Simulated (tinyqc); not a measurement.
Tersoff bond-order potential: one step, computed by the program tinyqc. Command: `OMP_NUM_THREADS=1 python tinyqc.py 3022160 3022161 out.jsonl tersoff walk`. One thread of a shared host (Intel(R) Xeon(R) Processor @ 2.30GHz), about 0.01 s of CPU time with the checks.

E = (1/2) sum_(i, j != i) [A exp(-lambda r_ij) - b_ij B exp(-mu r_ij)], b_ij = (1 + (beta zeta_ij)^n)^(-1/(2n)), zeta_ij = sum_(k != i, j) g(theta_ijk), g = 1 + c^2/d^2 - c^2/(d^2 + (h - cos theta)^2), with theta at atom i. Only nearest neighbours count (cut-off function 1 for them, 0 beyond).

Problem. The diamond lattice. zeta = 3 g(cos theta = -1/3). With z equal bonds of order b, r = ln(lambda A/(mu b B))/(lambda - mu) and E per atom = -(z/2) b B exp(-mu r)(1 - mu/lambda). a0 = 4 r/sqrt3; B0 = phi''(r)/(3 a0) with phi'' = mu (lambda - mu) b B exp(-mu r), since b does not change under uniform scaling.

Inputs (values chosen for the exercise, modelled on carbon):
```
quantity     value        unit
A           1380.4          eV
B           346.95          eV
lambda      3.4879  1/angstrom
mu          2.2119  1/angstrom
beta      1.68e-07           -
n           0.7294           -
c            39000           -
d            4.344           -
h          -0.5608           -
```

Constants: 1 eV/angstrom^3 = 160.2176634 GPa.

Give: zeta; bond order b; bond length; energy per atom of the diamond lattice; lattice constant a0; bulk modulus B0.

Solution.

zeta = 6.612e+05

bond order b = 0.8818

bond length = 1.538 angstrom

energy per atom of the diamond lattice = -7.461 eV

lattice constant a0 = 3.551 angstrom

bulk modulus B0 = 432.8 GPa
